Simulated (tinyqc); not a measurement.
# Changing the temperature T

Model: polytypes and stacking faults of a tetrahedral semiconductor in an axial Ising model with couplings up to third neighbours. Computed by tinyqc, a small Python program. Command: `OMP_NUM_THREADS=1 python tinyqc.py 3022992 3022993 out.jsonl polytype sweep`. One thread of a shared host (Intel(R) Xeon(R) Processor @ 2.30GHz), about 0.02 s of CPU time with the checks.

Each double layer has s = +1 or -1 for the sense of its stacking step; E per pair of atoms = E0 - sum_n J_n <s_i s_(i+n)>, n = 1, 2, 3. Hexagonality h = (1 - <s_i s_(i+1)>)/2.

Inputs (values chosen for the exercise, of the order of those of ZnS for J, a, G and the gaps):
```
quantity                                    value      unit
J1                                           1.73  meV/pair
J2                                        -0.0802  meV/pair
J3                                           0.05  meV/pair
basal lattice constant a                     3.82  angstrom
binding energy of the fault level E_b        0.11        eV
in-plane mass m                              0.37        m0
effective density of states N_c at 300 K  1.4e+19    1/cm^3
electron density n                        3.9e+15    1/cm^3
```

Host polytype: 3C.

fault coefficients k_n:
```
               J1  J2  J3
intrinsic       4   4   4
extrinsic       4   8   8
twin boundary   2   4   6
```

Constants: 1 eV/angstrom^2 = 16.02176634 J/m^2; m_0 = 9.1093837015e-31 kg; hbar = 1.054571817e-34 J s; k_B = 1.380649e-23 J/K; k_B = 8.617333262e-05 eV/K.

Method:
- Faults in 3C: the sequences intrinsic (-), extrinsic (--), twin boundary (+ turns to -) are put between perfect repeats; k_n = (layers x C_n of the host) - sum_i s_i s_(i+n). gamma = sum k_n J_n/A, A = (sqrt 3/2) a^2; 1 meV/angstrom^2 = 16.02177 mJ/m^2.
- The fault binds electrons in a two-dimensional band E_b below the conduction edge, g2 = m m0/(pi hbar^2) for one valley. With the Fermi level held by the bulk, eta = ln[n/N_c(T)], N_c(T) = N_c (T/300)^1.5, the grand potential falls by g2 (k_B T)^2 F1(x), x = eta + E_b/(k_B T), F1(x) = integral from 0 to infinity of ln(1 + exp(x - t)) dt; sheet density g2 k_B T ln(1 + e^x). Band bending by the trapped charge is left out, so the gain is an upper bound.
- Net fault energy = gamma of the intrinsic fault less the electronic gain.

One run for each value:
```
temperature T (K)  electronic gain (mJ/m^2)  sheet density (1/cm^2)  net fault energy (mJ/m^2)       x
250                                0.006842               1.954e+11                      8.613  -2.806
406                                0.001243               2.215e+10                      8.619  -5.496
562                                0.000611               7.878e+09                      8.619  -6.856
719                                0.000421               4.243e+09                      8.620  -7.722
875                                0.000339               2.803e+09                      8.620  -8.333
1030                               0.000295               2.074e+09                      8.620  -8.797
1190                               0.000268               1.634e+09                      8.620  -9.180
1340                               0.000253               1.365e+09                      8.620  -9.478
1500                               0.000241               1.166e+09                      8.620  -9.749
```

Over the rows, electronic gain (mJ/m^2) falls from 0.00684 to 2.41e-4 (exponent d ln y / d ln x -3.5 between the first rows and -0.40 between the last); sheet density (1/cm^2) falls from 1.95e11 to 1.17e9 (exponent d ln y / d ln x -4.5 between the first rows and -1.4 between the last); net fault energy (mJ/m^2) rises from 8.6132 to 8.6198.
